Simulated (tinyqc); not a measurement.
Changing the sheet density n: scattering of inversion-layer electrons by surface optical phonons of the gate insulator (remote phonon scattering). Computed by tinyqc, a small Python program. Command: `OMP_NUM_THREADS=1 python tinyqc.py 3111768 3111769 out.jsonl sophonon sweep`. One thread of a shared host (Intel(R) Xeon(R) Processor @ 2.30GHz), about 0.02 s of CPU time with the checks.

One subband with the Fang-Howard envelope; insulator and channel are half-spaces, the gate is far away, and an interlayer only moves the polar surface away by t (its own modes and its permittivity contrast are left out).

Inputs (values chosen for the exercise, modelled on AlN on silicon):

| quantity | value | unit |
|---|---|---|
| static constant of the insulator eps_0s | 9.33 | - |
| intermediate constant eps_i | 7.34 | - |
| optical constant eps_inf | 4.87 | - |
| hbar omega_TO1 | 83.3 | meV |
| hbar omega_TO2 | 87.4 | meV |
| constant of the channel eps_s | 11.7 | - |
| in-plane mass m | 0.195 | m_0 |
| valleys g_v | 2 | - |
| mean distance of the electrons z0 = 3/b | 2.8 | nm |
| interlayer thickness t | 0 | nm |
| temperature T | 150 | K |
| mobility from other processes | 440 | cm^2/(V s) |

Screening by the channel electrons: none.

Constants: k_B = 8.617333262e-05 eV/K; hbar^2/(2 m_0) = 3.80998212 eV angstrom^2; e^2/(4 pi eps_0) = 14.39964548 eV angstrom; hbar = 6.582119569e-16 eV s; e = 1.602176634e-19 C; m_0 = 9.1093837015e-31 kg.

Method:
- eps(w) = eps_inf + (eps_0s - eps_i) w1^2/(w1^2 - w^2) + (eps_i - eps_inf) w2^2/(w2^2 - w^2). Surface modes solve eps(w) + eps_s = 0, a quadratic in w^2; the strength of a mode is g = 2/(w d eps/dw).
- Occupation N = 1/(exp(hbar w/(k_B T)) - 1).
- Density of states D = g_v m/(pi hbar^2); eta = E_F/(k_B T) = ln(exp(n/(D k_B T)) - 1); screening wave number q_s = e^2 D/(2 eps_0 eps_avg) x 1/(1 + exp(-eta)), eps_avg = (eps_s + eps_inf)/2; b = 3/z0.
- For a mode of strength g, without the occupation factor, Area x |M(q)|^2 = e^2 hbar w g/(2 eps_0 q) x (b/(b + q))^6 exp(-2 q t).
- Approximate momentum relaxation rate, taking tau v alike in the initial and final states: 1/tau = (m/(2 pi hbar^3)) sum over modes and over absorption (N, E' = E + hbar w) and emission (N + 1, E' = E - hbar w > 0) of [(1 - f(E'))/(1 - f(E))] int_0^(2 pi) Area |M(q)|^2 (1 - cos theta) d theta, q^2 = k^2 + k'^2 - 2 k k' cos theta, f the Fermi function; 48 midpoints in theta from 0 to pi.
- mu = (e/m) int tau E f (1 - f) dE/(k_B T int f dE), by 300 midpoints from 0 to (max(eta, 0) + 14) k_B T; Matthiessen sum with the other processes.

One run for each value:

| sheet density n (1/cm^2) | remote-phonon mobility (cm^2/(V s)) | eta | q_s (1/nm) |
|---|---|---|---|
| 2.00e+11 | 1.3191e+07 | -2.3063 | 0.1612 |
| 3.60e+11 | 1.3136e+07 | -1.6797 | 0.2796 |
| 6.40e+11 | 1.3054e+07 | -1.0352 | 0.4663 |
| 1.20e+12 | 1.2933e+07 | -0.2640 | 0.7728 |
| 2.10e+12 | 1.2842e+07 | 0.5369 | 1.1228 |
| 3.70e+12 | 1.2851e+07 | 1.5676 | 1.4721 |
| 6.70e+12 | 1.2806e+07 | 3.1392 | 1.7052 |
| 1.20e+13 | 8.7070e+06 | 5.6951 | 1.7731 |

Over the rows, remote-phonon mobility (cm^2/(V s)) lies between 8.71e6 and 1.32e7 without a single trend; eta rises from -2.31 to 5.70; q_s (1/nm) rises from 0.161 to 1.77 (exponent d ln y / d ln x 0.94 between the first rows and 0.067 between the last). z0 is held fixed, although a denser layer lies closer to the interface.

Caution (all rows): a relaxation time is only an approximation for inelastic scattering, and static or no screening brackets the true dynamic screening only roughly.

Extremes, crossings and ranges named in words are read from the listed rows.
